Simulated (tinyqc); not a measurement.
# On-chip interconnect, size-dependent resistivity and RC delay: two studies

A rectangular line between two neighbours and two ground planes. Surface and grain-boundary scattering are added to the bulk resistivity as corrections; capacitances are parallel-plate values without fringing; inductance is ignored.

Values chosen for this exercise; metal values close to those of tungsten:
- rho0 = 5.34 uohm cm (bulk resistivity)
- lam = 15.9 nm (bulk mean free path)
- ps = 0 (specular share of surface scattering)
- Rg = 0.55 (reflection coefficient of grain boundaries)
- gr = 2 (grain size over the metal width)
- wd = 29 nm (drawn line width)
- AR = 1.7 (aspect ratio, height over width)
- tl = 1.1 nm (liner on both walls and the bottom, not conducting)
- sp = 44 nm (space to the neighbouring lines)
- hd = 56 nm (dielectric height to the planes above and below)
- ek = 2.2 (relative permittivity of the dielectric)
- Mf = 2 (Miller factor of the neighbours)
- Lw = 47 um (line length)
- Rd = 1900 ohm (driver resistance)
- Cl = 1.8 fF (load capacitance)
- rho2 = 5.45 uohm cm (bulk resistivity of the second metal (close to molybdenum))
- lam2 = 10.9 nm (mean free path of the second metal)
- tl2 = 0.3 nm (liner of the second metal)

Constants: eps0 = 8.8541878128e-12 F/m. Results are converted to the units shown.

Each table varies one quantity; the others keep the values above.

## Delay against the space to the neighbouring lines

Metal width x = wd - 2 tl, height y = AR wd - tl; grain boundaries (Mayadas-Shatzkes): al = (lam/(gr x)) Rg/(1 - Rg), g = 1/[1 - 3 al/2 + 3 al^2 - 3 al^3 ln(1 + 1/al)] - 1; surfaces (Fuchs-Sondheimer, thick limit): s = (3/8) lam (1 - ps)(1/x + 1/y); rho = rho0 (1 + g + s); r = rho/(x y); c = eps0 ek (2 wd/hd + 2 Mf AR wd/sp). Elmore delay tE = Rd (c Lw + Cl) + r Lw (c Lw/2 + Cl); t50 is the time at which the far end of a ladder of 30 pi sections (half capacitances at both ends, Cl at the far end, a step applied through Rd) reaches half the step; line share r Lw/(Rd + r Lw); estimate 0.69 Rd (c Lw + Cl) + 0.38 r c Lw^2 + 0.69 r Lw Cl.

The same in every row: rho (uohm cm) = 9.925; r (ohm/um) = 76.83; line share of the resistance (%) = 65.52.

Result of one run:
```
sp (nm)  c (fF/um)  tE (ps)  t50 (ps)  estimate (ps)
14          0.2946    61.22     45.23          43.99
```

What becomes of these results when the space to the neighbouring lines sp is changed from 14 to 39 nm, all else the same?

Result of the changed run:
```
sp (nm)  c (fF/um)  tE (ps)  t50 (ps)  estimate (ps)
39          0.1187    30.59     22.51          21.81
```

The whole series:
```
sp (nm)  c (fF/um)  tE (ps)  t50 (ps)  estimate (ps)
14          0.2946    61.22     45.23          43.99
20          0.2122    46.88     34.62          33.61
28          0.1574    37.33     27.53          26.69
39          0.1187    30.59     22.51          21.81
54         0.09131    25.82     18.96          18.36
75         0.07139    22.35     16.36          15.85
100        0.05859    20.12     14.68          14.23
140        0.04761    18.21     13.23          12.85
```

As sp goes from 14 to 140, r stays at 76.8 ohm/um, c falls from 0.295 to 0.0476 fF/um and t50 falls from 45.2 to 13.2 ps. t50/tE lies between 0.727 and 0.739, and the estimate is within 3.1 % of t50.

## Two metals against line width

Metal width x = wd - 2 tl, height y = AR wd - tl; grain boundaries (Mayadas-Shatzkes): al = (lam/(gr x)) Rg/(1 - Rg), g = 1/[1 - 3 al/2 + 3 al^2 - 3 al^3 ln(1 + 1/al)] - 1; surfaces (Fuchs-Sondheimer, thick limit): s = (3/8) lam (1 - ps)(1/x + 1/y); rho = rho0 (1 + g + s); r = rho/(x y). The second metal has rho2, lam2 and tl2 in place of rho0, lam and tl; ps, Rg, gr and AR are shared.

Result of one run:
```
wd (nm)  rho, first (uohm cm)  rho, second (uohm cm)  r, first (ohm/um)  r, second (ohm/um)  ratio second/first
120                     6.411                  6.193              2.682               2.546              0.9493
```

What becomes of these results when the drawn line width wd is changed from 120 to 10 nm, all else the same?

Result of the changed run:
```
wd (nm)  rho, first (uohm cm)  rho, second (uohm cm)  r, first (ohm/um)  r, second (ohm/um)  ratio second/first
10                      20.55                  14.52               1657               924.8              0.5582
```

The whole series:
```
wd (nm)  rho, first (uohm cm)  rho, second (uohm cm)  r, first (ohm/um)  r, second (ohm/um)  ratio second/first
5                       46.03                  24.50            2.222e4                6791              0.3057
6.5                     32.32                  19.75               7555                3114              0.4122
8                       25.58                  16.91               3528                1718              0.4870
10                      20.55                  14.52               1657               924.8              0.5582
13                      16.44                  12.36              724.8               457.4              0.6310
17                      13.52                  10.71              328.5               228.3              0.6949
22                      11.50                  9.498              160.0               119.6              0.7478
30                      9.764                  8.414              70.38               56.44              0.8020
45                      8.240                  7.425              25.53               21.95              0.8595
70                      7.187                  6.722              8.990               8.159              0.9076
120                     6.411                  6.193              2.682               2.546              0.9493
```

The resistivity of the first metal falls from 46.0 to 6.41 uohm cm and that of the second goes from 24.5 to 6.19 uohm cm as the line widens. The products rho0 lam, which set the size effect, are 84.9 and 59.4 uohm cm nm. The second metal has the lower resistance in every row. For widths well under the mean free path the thick-limit surface term is only a guide.

tinyqc, about 0.01 s, one thread, Intel Xeon 2.30GHz (shared host): `OMP_NUM_THREADS=1 python tinyqc.py 2100009 2100010 out.jsonl`
